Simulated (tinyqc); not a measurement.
Tunnelling through a two-layer gate stack, WKB transmission and Tsu-Esaki current: effect of the thickness t1 at fixed voltage.

Electrons leave the emitter at x = 0. Energies E (motion across the layers) are in eV from the emitter Fermi level; the collector Fermi level lies at -V and offers states at every E. No charge in the dielectric and no image force: F1 = V/(t1 + t2 eps1/eps2), F2 = F1 eps1/eps2; U = phi1 - F1 x in layer 1 and phi2 - F1 t1 - F2 (x - t1) in layer 2. With C = hbar^2/(2 m0), kappa = sqrt(m (U - E)/C) where U > E and 0 elsewhere; T(E) = exp(-S), S = 2 times the integral of kappa over x.

Each layer adds (2/F) sqrt(m/C) [G(u at its left edge) - G(u at its right edge)] to S, with u = U - E (0 where negative) and G(u) = (2/3) u^1.5. J = J0 times the integral of T(E) N(E) dE, N = ln[(1 + exp(-E/Vt))/(1 + exp((-E - V)/Vt))], J0 = q^2 me m0 kB T/(2 pi^2 hbar^3) (times 1e-4 for A/cm^2 per eV), from E = -Ef to far above the barrier (T = 1 there), by quadrature converged to the digits shown.

Parameters, values chosen for the exercise; layer 1 close to silicon dioxide, layer 2 close to aluminium oxide: temperature T = 400 K; Fermi energy of the emitter above its band bottom Ef = 4.1 eV; emitter mass in the supply function me = 0.94 m0; barrier of layer 1 above the emitter Fermi level at zero bias phi1 = 3.14 eV; tunnelling mass of layer 1 m1 = 0.51 m0; relative permittivity of layer 1 eps1 = 3.83; barrier of layer 2 at zero bias phi2 = 2.63 eV; tunnelling mass of layer 2 m2 = 0.41 m0; thickness of layer 2 t2 = 2.8 nm; relative permittivity of layer 2 eps2 = 8.68; voltage across the dielectric V = 0.2 V.

Constants: q = 1.602176634e-19 C, kB = 1.380649e-23 J/K, hbar = 1.054571817e-34 J s, m0 = 9.1093837015e-31 kg, Vt = kB T/q, hbar^2/(2 m0) = 0.0380998212 eV nm^2. Results are converted to the units shown.

Results:
```
t1 (nm)  S at E = 0   T(E = 0)  J (A/cm^2)  mean E of the current (eV)
0.3           32.98  4.737e-15    1.437e-6                     -0.2221
0.39          34.12  1.524e-15    4.439e-7                     -0.2155
0.47          35.13  5.555e-16    1.562e-7                     -0.2098
0.56          36.26  1.783e-16    4.824e-8                     -0.2038
0.73          38.41  2.077e-17    5.242e-9                     -0.1931
0.81          39.43  7.543e-18    1.845e-9                     -0.1883
0.9           40.57  2.412e-18   5.701e-10                     -0.1831
```

Estimate the missing row, t1 = 0.64 nm.

Computed row:
```
t1 (nm)  S at E = 0   T(E = 0)  J (A/cm^2)  mean E of the current (eV)
0.64          37.27  6.484e-17    1.697e-8                     -0.1986
```

With this row back in the table: J falls from 1.44e-6 to 5.70e-10 A/cm^2: 5.67 decades a nanometre between the first two rows and 5.67 between the last two. The exponent S alone gives dS/dt/ln 10 = 5.47 and 5.50. In 6 of the 8 rows a layer is thinner than 0.8 nm, a few atomic planes, where an effective mass is a rough description.

Numbers from tinyqc (`OMP_NUM_THREADS=1 python tinyqc.py 2540152 2540153 out.jsonl`; about 0.04 s on one thread of a shared Intel Xeon 2.30GHz).
